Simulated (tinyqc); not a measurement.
Square-lattice Ising model by mean field, Bethe lattice, transfer matrix, exact enumeration and Monte Carlo steps: one step, computed by the program tinyqc. Command: `OMP_NUM_THREADS=1 python tinyqc.py 3015846 3015847 out.jsonl ising walk`. One thread of a shared host (Intel(R) Xeon(R) Processor @ 2.30GHz), about 0.06 s of CPU time with the checks.

H = -J sum over nearest pairs s_i s_j, s = +-1, no field, periodic boundaries; energies per site are in J. As a lattice gas or an alloy, s marks which species holds the site.

Problem. Three theories of the infinite lattice. K = J/(k_B T). Mean field: m = tanh(4 K m), u = -2 m^2. Bethe: cavity field h = 3 artanh(tanh K tanh h), m = tanh(4h/3), u = -2 (tanh K + tanh^2 h)/(1 + tanh K tanh^2 h). Exact: m = [1 - sinh(2K)^(-4)]^(1/8) below T_c; u = -coth(2K) [1 + (2/pi)(2 tanh^2(2K) - 1) K1(k)], k = 2 sinh(2K)/cosh^2(2K), K1 the complete elliptic integral of the first kind. The largest root is taken.

Inputs (values chosen for the exercise, for a model lattice): temperature T = 646 K.

K = 0.5586695

Give: m, mean field; u, mean field; cavity field h; m, Bethe; u, Bethe; m, exact; u, exact.

Solution.

m, mean field = 0.97467

u, mean field = -1.9000

cavity field h = 1.4810

m, Bethe = 0.96220

u, Bethe = -1.8694

m, exact = 0.95839

u, exact = -1.8637

Against the exact energy mean field misses by -0.036 J and Bethe by -0.006 J.
